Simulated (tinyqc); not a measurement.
Chemical-mechanical planarisation: Preston law, pattern density and step-height reduction: one step, computed by the program tinyqc.

A row of 12 cells, repeated periodically, holds raised features that cover a share rho of each cell.

Problem. State at time t. While h > h_c only raised areas polish, at R0/rho_eff, until t_c = rho_eff (h0 - h_c)/R0. After that h = h_c exp(-(t - t_c)/tau), tau = rho_eff h_c/R0; low areas polish at R0 (1 - h/h_c) and raised areas at R0 [1 + (1 - rho_eff) h/(rho_eff h_c)]. Removed from raised areas after t_c: h0 - h_c + R0 (t - t_c) + (1 - rho_eff)(h_c - h); from low areas: R0 (t - t_c) - rho_eff (h_c - h). Film left = z0 less the removal from raised areas.

Inputs (values chosen for the exercise, close to those used for copper polishing):
```
quantity                        value  unit
initial step height h0            420    nm
contact height h_c                110    nm
film above the raised areas z0    680    nm
polish time t                      63     s
```

effective densities: 0.3291366  0.4210455  0.4819619  0.4745141  0.4314407  0.4038554  0.4018506  0.4062766  0.4385017  0.4687457  0.4171086  0.3255627

blanket rate R0 = 3.332958 nm/s

Give: Cells; range of film left across the row; largest remaining step; thinnest film left.

Solution.

Cells:
```
cell  rho_eff  t_c (s)  step h (nm)  removed, raised (nm)  removed, low (nm)  film left on raised areas (nm)
1      0.3291    30.61         5.58                 488.0              73.58                           192.0
2      0.4210    39.16        19.79                 441.7              41.47                           238.3
3      0.4820    44.83        35.09                 409.4              24.47                           270.6
4      0.4745    44.13        32.98                 413.4              26.33                           266.6
5      0.4314    40.13        22.07                 436.2              38.29                           243.8
6      0.4039    37.56        16.31                 450.6              46.95                           229.4
7      0.4019    37.38        15.93                 451.7              47.60                           228.3
8      0.4063    37.79        16.78                 449.4              46.16                           230.6
9      0.4385    40.79        23.70                 432.5              36.20                           247.5
10     0.4687    43.60        31.39                 416.4              27.82                           263.6
11     0.4171    38.80        18.96                 443.7              42.70                           236.3
12     0.3256    30.28         5.23                 489.7              74.94                           190.3
```

range of film left across the row = 80.34 nm

largest remaining step = 35.09 nm

thinnest film left = 190.3 nm

12 of 12 cells have reached contact. The cell with the lowest rho_eff has lost the most film from its raised areas.
